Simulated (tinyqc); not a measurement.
What moves the exposure: standing waves and exposure in a photoresist film.

Normal incidence from air. Unexposed resist: N1 = n1 + i k1 with k1 = (A + B) lam/(4 pi), lam in micrometres. r01 = (1 - N1)/(1 + N1), t01 = 2/(1 + N1). Substrate Ns = ns + i ks: r12 = (N1 - Ns)/(N1 + Ns). With p = exp(2 pi i N1 d/lam), the field at depth z is E(z) = t01 [exp(2 pi i N1 z/lam) + r12 p^2 exp(-2 pi i N1 z/lam)]/(1 + r01 r12 p^2), the relative intensity I(z) = n1 |E(z)|^2 and the reflectance R = |(r01 + r12 p^2)/(1 + r01 r12 p^2)|^2.

Parameters, chosen for this exercise (a resist on Al, indices near tabulated ones; the results hold for these values, not for the real material):

| symbol | value | unit | meaning |
|---|---|---|---|
| lam | 365 | nm | vacuum wavelength |
| n1 | 1.723 |  | resist index |
| A | 0.74 | 1/micrometre | bleachable absorption (Dill A) |
| B | 0.08 | 1/micrometre | fixed absorption (Dill B) |
| d | 935 | nm | resist thickness |
| ns | 0.416 |  | substrate n |
| ks | 4.372 |  | substrate k |

The mean of I is over 800 depths.

Results for these values:

| case | \|r12\|^2 | R | mean I | I at the bottom |
|---|---|---|---|---|
| base | 0.8626 | 0.3826 | 0.7504 | 0.1743 |

What happens to each result for d = 945 nm, all else kept?

Answer: |r12|^2 does not change at the printed digits; R rises from 0.3826 to 0.3858; mean I falls from 0.7504 to 0.7388; I at the bottom falls from 0.1743 to 0.1728.

The same for each parameter in turn:

| case | \|r12\|^2 | R | mean I | I at the bottom |
|---|---|---|---|---|
| base | 0.8626 | 0.3826 | 0.7504 | 0.1743 |
| d = 945 nm | 0.8626 | 0.3858 | 0.7388 | 0.1728 |
| n1 = 1.74 | 0.8618 | 0.3934 | 0.7365 | 0.1755 |
| B = 0.28 1/micrometre | 0.8587 | 0.3152 | 0.6802 | 0.1493 |
| ks = 3.935 | 0.8399 | 0.3802 | 0.7437 | 0.2055 |
| ns = 0.458 | 0.8516 | 0.3800 | 0.7487 | 0.1732 |

Computed by tinyqc, a small Python program: `OMP_NUM_THREADS=1 python tinyqc.py 1651449 1651450 out.jsonl` (the numbers bound the seed that draws the inputs); one thread of a shared host (Intel(R) Xeon(R) Processor @ 2.30GHz), about 0.01 s for the whole set of steps.
